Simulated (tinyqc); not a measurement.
Nuclear against electronic stopping over energy: ion implantation: universal nuclear stopping, Lindhard-Scharff electronic stopping and a Gaussian range profile. Computed by tinyqc, a small Python program. Command: `OMP_NUM_THREADS=1 python tinyqc.py 3000557 3000558 out.jsonl implant walk`. One thread of a shared host (Intel(R) Xeon(R) Processor @ 2.30GHz), about 0.08 s of CPU time with the checks.

An ion slows by elastic collisions with screened nuclei and by friction with electrons; channelling is ignored and the target is uniform.

Inputs (values chosen for the exercise, modelled on fluorine ions in germanium):
```
quantity                               value    unit
ion atomic number Z1                       9       -
ion mass M1                               19       u
target atomic number Z2                   32       -
target mass M2                         72.63       u
target density N                        44.2  1/nm^3
scale factor of electronic stopping k    1.1       -
```

Method:
- Reduced energy eps = 32.53 M2 E/(Z1 Z2 (M1 + M2)(Z1^0.23 + Z2^0.23)), E in keV; s_n = ln(1 + 1.1383 eps)/(2 (eps + 0.01321 eps^0.21226 + 0.19593 eps^0.5)) for eps up to 30 and ln(eps)/(2 eps) above; S_n = 8.462 Z1 Z2 M1 s_n/((M1 + M2)(Z1^0.23 + Z2^0.23)) in 1e-15 eV cm^2.
- S_e = k 3.83 Z1^(7/6) Z2/(Z1^(2/3) + Z2^(2/3))^(3/2) sqrt(E/M1) in 1e-15 eV cm^2, E in keV.
- Path length R = int_0^E dE'/(N (S_n + S_e)); energy lost to nuclei nu = int_0^E S_n/(S_n + S_e) dE' (both with E' = E y^3 and 64 Gauss-Legendre points in y).

Stopping (1e-15 eV cm^2) and range:
```
E (keV)         eps     S_n     S_e  R (nm)     nu/E
1        2.3094e-02  28.759    7.34   11.68  0.81259
2        4.6189e-02  35.090   10.38   17.18  0.79806
5        1.1547e-01  42.272   16.42   30.05  0.76570
10       2.3094e-01  45.438   23.22   47.68  0.72753
20       4.6189e-01  45.421   32.84   78.28  0.67305
50       1.1547e+00  39.665   51.92  157.63  0.56868
100      2.3094e+00  32.027   73.42  272.26  0.46495
200      4.6189e+00  23.629  103.83  466.50  0.35034
500      1.1547e+01  14.113  164.18  910.75  0.21154
```

Nuclear stopping peaks near 10 keV among these rows (eps = 0.23; the universal curve peaks near 0.3). Electronic stopping overtakes it between 20 and 50 keV. The path length grows as E^0.56 at the low end and E^0.73 at the high end; constant stopping would give E^1, and stopping that rises with E, be it nuclear (below its peak) or electronic, gives a lower exponent.

Extremes, crossings and ranges named in words are read from the listed rows.
